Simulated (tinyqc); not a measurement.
# Circuit elements from the admittance matrix

Problem. Y belongs to a common-source circuit with y11 = i w (Cgs + Cgd), y12 = -i w Cgd, y21 = gm - i w Cgd, y22 = gds + i w (Cgd + Cd) and a resistance Rg in series with the gate; w = 2 pi f. Find Rg, Cgs + Cgd, Cgd, gm, gds and Cd.

Values chosen for this exercise:
- f = 0.3 GHz (signal frequency)

Y with Rg (mS):
```
	1	2
1	0.00000206841+0.00912984261i	-0.00000087545-0.00386415877i
2	0.04434139122-0.00387420474i	0.00075419006+0.00942902979i
```

Solution. 1/Y11 = Rg + 1/(i w (Cgs + Cgd)) gives Rg; removing it from Z11 returns the inner y, whose parts are read off.

Rg = 24.8 ohm
Cgs + Cgd = 4.84 fF
Cgd = 2.05 fF
gm = 0.0443 mS
gds = 7.54e-4 mS
Cd = 2.95 fF

tinyqc, about 0.01 s, one thread, Intel Xeon 2.30GHz (shared host): `OMP_NUM_THREADS=1 python tinyqc.py 2150139 2150140 out.jsonl`
